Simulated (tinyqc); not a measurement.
Coverage against grain size: equilibrium and kinetic segregation of a solute to boundaries and growing surfaces. Computed by tinyqc, a small Python program. Command: `OMP_NUM_THREADS=1 python tinyqc.py 3027952 3027953 out.jsonl segreg walk`. One thread of a shared host (Intel(R) Xeon(R) Processor @ 2.30GHz), about 0.01 s of CPU time with the checks.

Inputs (values chosen for the exercise, for a model alloy):
```
quantity                              value  unit
segregation energy Q                  0.655    eV
interaction z w (positive attracts)   0.099    eV
total solute fraction x0             0.0017     -
temperature T                          1300     K
boundary thickness delta               0.31    nm
```

Isotherm: Fowler-Guggenheim.

Constants: k_B = 8.617333262e-05 eV/K.

Method. With theta the solute fraction on boundary sites and x that in the grains, theta/(1 - theta) = [x/(1 - x)] exp[(Q + z w theta)/(k_B T)]. Finite grains: boundary sites are the fraction f = 3 delta/d, and x0 = (1 - f) x + f theta; solve both equations for theta; share at boundaries = f theta/x0.

At T:
```
d (nm)    theta  x in the grains  share at boundaries (%)
15      0.02627        0.0000761                   95.799
30      0.05027        0.0001462                   91.664
60      0.09246        0.0002711                   84.298
120     0.15873        0.0004735                   72.362
250     0.25020        0.0007721                   54.749
500     0.33460        0.0010797                   36.609
1000    0.39600        0.0013330                   21.663
5000    0.45595        0.0016155                    4.989
```

What follows from these numbers?

From the largest grains to the smallest the share at boundaries rises from 5.0 to 96 %, and x/x0 falls to 0.045. In the dilute limit x/x0 = 1/(1 - f + f exp(Q/(k_B T))), which gives 0.045 at 15 nm.

Extremes, crossings and ranges named in words are read from the listed rows.
